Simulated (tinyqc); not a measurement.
The square root of alpha at three temperatures: phonon-assisted absorption at an indirect gap.

alpha(E) = sum_j A_j [N_j (E - Eg + w_j)^2 + (N_j + 1)(E - Eg - w_j)^2], each bracket counted only where its base is positive; N_j = 1/(exp(w_j/kB T) - 1). The first term absorbs a phonon and the second emits one; excitons and direct transitions are left out.

Constants: kB = 8.617333262e-05 eV/K.

Values chosen for the exercise (out of a larger set: loosely those of Si at room temperature; Eg is not tied to T; not measured data): Eg = 1.103 eV (indirect gap, held fixed unless listed); w = (55.4, 18.4) meV (two zone-edge phonons); A = (3800, 530) 1/(cm eV^2) (their strengths).

The gap is held fixed, so only the phonon occupations change.

sqrt(alpha) (1/cm^(1/2)):
```
E - Eg (eV)    77 K   450 K   600 K
-0.04         0.015   0.533   0.685
-0.02         0.034   1.225   1.575
0.00          0.121   1.993   2.549
0.02          0.242   2.846   3.618
0.04          0.626   3.812   4.803
0.07          1.614   5.518   6.838
0.10          3.441   7.774   9.406
0.15          6.697  12.012  14.179
0.20          9.993  16.447  19.170
0.30         16.611  25.495  29.358
0.45         26.554  39.203  44.803
0.60         36.502  52.962  60.310
```

How do the results move, and what explains it?

Below the gap only phonon absorption acts: at E - Eg = -0.02 eV sqrt(alpha) is 0.034, 1.225 and 1.575 at 77, 450 and 600 K. A straight line through the last two rows meets the axis at E - Eg = +0.0496, +0.0226 and +0.0166 eV: the intercept is roughly a weighted mean of the thresholds, not the gap, and it moves from the emission side towards Eg as the occupations grow. At the last row alpha grows by a factor 2.73 from the lowest to the highest temperature at fixed gap.

tinyqc: `OMP_NUM_THREADS=1 python tinyqc.py 1652768 1652769 out.jsonl`; about 0.01 s, one thread, shared Intel(R) Xeon(R) Processor @ 2.30GHz.
